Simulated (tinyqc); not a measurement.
Undoped gate-all-around wire MOSFET, analytic charge model: output curve.

An undoped round wire of radius R under an insulator shell and a surrounding gate; long channel, electrons only, n = ni exp((psi - V)/Vt) with V the quasi-Fermi potential (0 at the source, Vd at the drain), constant mobility, no quantisation. The radial Poisson equation gives n(r) = n(0)/(1 - (1 - b) r^2/R^2)^2 with b = Q0/(Q + Q0). Q is the electron charge per area of the wire surface.

ni = sqrt(Nc Nv) exp(-Eg/(2 Vt)), Eg in volts; Cox = eps0 eox/(R ln(1 + tox/R)); Q0 = 4 eps0 eps_r Vt/R; V0 = dphi + Vt ln[8 eps0 eps_r Vt/(q ni R^2)]. Q solves Vg - V0 - V = Q/Cox + Vt ln(Q/Q0) + Vt ln(1 + Q/Q0). I = mu (2 pi R/L)[2 Vt (Qs - Qd) + (Qs^2 - Qd^2)/(2 Cox) + Vt Q0 ln((Qd + Q0)/(Qs + Q0))], with Qs at V = 0 and Qd at V = Vd.

Parameters, values chosen for the exercise; material values close to those of silicon:
```
symbol,value,unit,meaning
T,300,K,temperature
Eg,1.12,eV,band gap
eps_r,11.6,,relative permittivity of the semiconductor
Nc,2.83e19,cm^-3,conduction-band density of states at T
Nv,2.65e19,cm^-3,valence-band density of states at T
eox,23.8,,relative permittivity of the gate insulator
tox,5.1,nm,insulator thickness
R,4,nm,wire radius
dphi,-0.03,V,gate work function less that of the intrinsic body
mu,540,cm^2/(V s),channel mobility
L,2,um,gate length
Vg,1.24,V,gate voltage
```

Constants: q = 1.602176634e-19 C, kB = 1.380649e-23 J/K, Vt = kB T/q, eps0 = 8.8541878128e-14 F/cm where lengths are in cm. Results are converted to the units shown.

Results:
```
Vd (V)  Qd (nC/cm^2)      Qd/Qs  I (uA)
0.15          2972.6    0.77184  3.4713
0.28          2230.2    0.57907  5.7645
0.41          1516.6    0.39380  7.4145
0.54          855.23    0.22206  8.4554
0.8           21.861  0.0056762  9.0713
0.93         0.17647  4.5821e-5  9.0756
1.06       0.0011575  3.0054e-7  9.0756
1.19       7.5790e-6  1.9679e-9  9.0756
```

Estimate the missing row, Vd = 0.67 V.

Computed row:
```
Vd (V)  Qd (nC/cm^2)     Qd/Qs  I (uA)
0.67          304.86  0.079157  8.9550
```

With this row back in the table: The current rises from 3.47 to 9.08 uA, while the charge at the drain end falls from 0.77 to 2.0e-9 of that at the source. The current first comes within 1 % of its last value at Vd = 0.8 V among the rows. Over the last rows Qd falls by a factor of e for each Vt of drain voltage: the drain end is in weak inversion. In every row the surface density at the source passes 0.3 Nc, where Boltzmann statistics fail. In every row the body is thin enough for quantum confinement, left out here, to raise the threshold.

tinyqc, about 0.03 s, one thread, Intel Xeon 2.30GHz (shared host): `OMP_NUM_THREADS=1 python tinyqc.py 2460152 2460153 out.jsonl`
